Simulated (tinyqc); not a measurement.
Worked calculation: hydrogen passivation and dissociation of interface defects with a spread of activation energies. Computed by tinyqc, a small Python program that keeps every step. Command: `OMP_NUM_THREADS=1 python tinyqc.py 3017074 3017075 out.jsonl passivation walk`. One thread of a shared host (Intel(R) Xeon(R) Processor @ 2.30GHz), about 0.01 s of CPU time with the checks. Intermediate numbers are printed to about 5 digits and carried at full precision; extremes and crossings named in words are read from the listed rows.

All defects start passivated and lose hydrogen by HP -> P + H; no hydrogen is supplied. Activation energies are normally distributed.

Inputs (values chosen for the exercise, for a model interface):

| quantity | value | unit |
|---|---|---|
| defect density N_0 | 1.1e+12 | cm^-2 |
| mean dissociation energy E_d | 2.7 | eV |
| spread s_d | 0.04 | eV |
| prefactor k_d0 | 2.7e+13 | 1/s |
| anneal temperature T | 680 | K |
| anneal time t | 270 | s |

Ambient: vacuum.

Constants: k_B = 8.617333262e-05 eV/K.

## Sites at the mean energies

b = k_d0 exp(-E_d/k_B T); the active share of one kind of site is 1 - exp(-b t).

dissociation rate b = 2.6332e-07 1/s

active share, single energy = 7.1093e-05

## A five-point average

Gauss-Hermite nodes for a unit normal variable, z = 0, +/-1.355626, +/-2.856970 with weights 0.533333, 0.222076, 0.011257; the energy is E_d + s_d z.

Nodes:

| z | weight | energy (eV) | rate (1/s) | active share |
|---|---|---|---|---|
| -2.856970 | 0.011257 | 2.5857 | 1.8512e-06 | 4.9970e-04 |
| -1.355626 | 0.222076 | 2.6458 | 6.6430e-07 | 1.7935e-04 |
| 0.000000 | 0.533333 | 2.7000 | 2.6332e-07 | 7.1093e-05 |
| 1.355626 | 0.222076 | 2.7542 | 1.0437e-07 | 2.8181e-05 |
| 2.856970 | 0.011257 | 2.8143 | 3.7455e-08 | 1.0113e-05 |

active share, five points = 8.9742e-05

## Average over the spread

Full average: z from -5 to 5 in steps of 0.125 with normalised weights exp(-z^2/2), energy = mean + spread x z.

active share = 8.9742e-05

active defects = 9.8716e+07 cm^-2

The spread changes the active share from 7.11e-5 to 8.97e-5.

## Isochronal anneals

The formulas are those given above.

Same time, other temperatures:

| T (K) | b (1/s) | active share, single energy | active share, spread |
|---|---|---|---|
| 700 | 9.8224e-07 | 2.6517e-04 | 3.3033e-04 |
| 750 | 1.9416e-05 | 5.2286e-03 | 6.3195e-03 |
| 800 | 2.6431e-04 | 6.8877e-02 | 7.9714e-02 |
| 850 | 2.6464e-03 | 5.1058e-01 | 5.2132e-01 |
| 900 | 2.0513e-02 | 9.9607e-01 | 9.8062e-01 |
| 950 | 1.2817e-01 | 1.0000e+00 | 1.0000e+00 |
| 1000 | 6.6675e-01 | 1.0000e+00 | 1.0000e+00 |
| 1050 | 2.9644e+00 | 1.0000e+00 | 1.0000e+00 |
| 1100 | 1.1508e+01 | 1.0000e+00 | 1.0000e+00 |

Hydrogen is lost over a window: solving the same formulas, the share goes from 10 to 90 % within 77 K with the spread and 70 K without, since weakly bound sites go early and strongly bound ones late; half is lost near 848 K, where k_B T ln(k_d0 t) is about E_d.

## Isothermal kinetics

Times are decades about 1/b of the mean site. The last column is the part of the change still to come; rows stop once it is below 1e-5.

Against time:

| t (s) | active share, single energy | active share, spread | unreacted part |
|---|---|---|---|
| 4.00e+03 | 1.0527e-03 | 1.3282e-03 | 0.99867 |
| 4.00e+04 | 1.0477e-02 | 1.3157e-02 | 0.98684 |
| 4.00e+05 | 9.9970e-02 | 1.2028e-01 | 0.87972 |
| 4.00e+06 | 6.5120e-01 | 6.4252e-01 | 0.35748 |
| 4.00e+07 | 9.9997e-01 | 9.9393e-01 | 0.00607 |

A single energy finishes within about two decades of time. With the spread the unreacted part is 0.99 at 40000 s and still 0.0061 at 4e7 s, where one energy leaves 2.7e-5: a width of s/k_B T = 0.68 in ln(rate) stretches the decay only mildly.

Checks made by the program: the average on a grid twice as fine (relative difference 9e-07).
